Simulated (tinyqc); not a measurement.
# Trench capacitor in an array: capacitance, non-linearity, leakage and relaxation, step by step

Computed by the program tinyqc: `OMP_NUM_THREADS=1 python tinyqc.py 2102140 2102141 out.jsonl`, one thread of a shared Intel Xeon 2.30GHz, about 0.01 s for the whole run. Printed values are rounded.

A film between two metal electrodes, each interface adding a series capacitance ci. The small-signal permittivity is ek (1 + aq E^2); the field is found with the linear permittivity. Leakage J = J0 sinh(E/Ef). After a voltage step the film passes a relaxation current kr C V tt^(-nr), tt being the time in seconds. The sidewall is a coaxial capacitor with radii a = dm/2 - t and b = dm/2, depth AR dm; the end face is left out.

Inputs (values chosen for the exercise); permittivity of the order of that of tantalum oxide:
```
symbol    value       unit                                                             meaning
ek         26.1                                              relative permittivity of the film
t           9.7         nm                                                      film thickness
ci         1000    uF/cm^2  capacitance of each electrode interface (dead layer and screening)
aq       0.0083  cm^2/MV^2                     quadratic field coefficient of the permittivity
V           2.4          V                                                                bias
J0      2.2e-11     A/cm^2                                                   leakage prefactor
Ef         0.24      MV/cm                             field for an e-fold rise of the leakage
dm           86         nm                                                diameter of the hole
AR           30                                              aspect ratio, depth over diameter
pt          140         nm                                           pitch of the square array
rho        1000    uohm cm                                  resistivity of the inner electrode
```

Constants: eps0 = 8.8541878128e-14 F/cm where lengths are in cm. Results are converted to the units shown.

## Planar capacitance, field and non-linearity

Planar film: Cf = eps0 ek/t, 1/C = 1/Cf + 2/ci, EOT = 3.9 eps0/C, effective permittivity C t/eps0, E = (V/t) C/Cf; quadratic coefficient [C(V)/C - 1]/V^2 with Cf (1 + aq E^2) in C(V).

Cf = 2.382415 uF/cm^2
C = 2.371118 uF/cm^2
EOT = 1.456332 nm
effective permittivity = 25.97623
E = 2.462493 MV/cm
quadratic coefficient = 8694.362 ppm/V^2
J = 3.143570e-7 A/cm^2

The interfaces take 0.474 % of the voltage.

## Cell capacitance, fields and time constant

Per length 1/c = ln(b/a)/(2 pi eps0 ek) + (1/a + 1/b)/(2 pi ci); cell capacitance c AR dm; per footprint over pt^2; fields c V/(2 pi eps0 ek r) at r = a and b; resistance of the inner electrode rho AR dm/(pi a^2); time constant R C/3 of the distributed line.

a = 33.3 nm
b = 43 nm
cell capacitance = 14.58372 fF
capacitance per footprint = 74.40676 uF/cm^2
field at a = 2.805735 MV/cm
field at b = 2.172813 MV/cm
R = 7.405960 kohm
R C/3 = 36.00216 ps

The array gives 31.4 times the planar capacitance per footprint; curvature makes the field at the inner electrode 1.14 times the planar value.
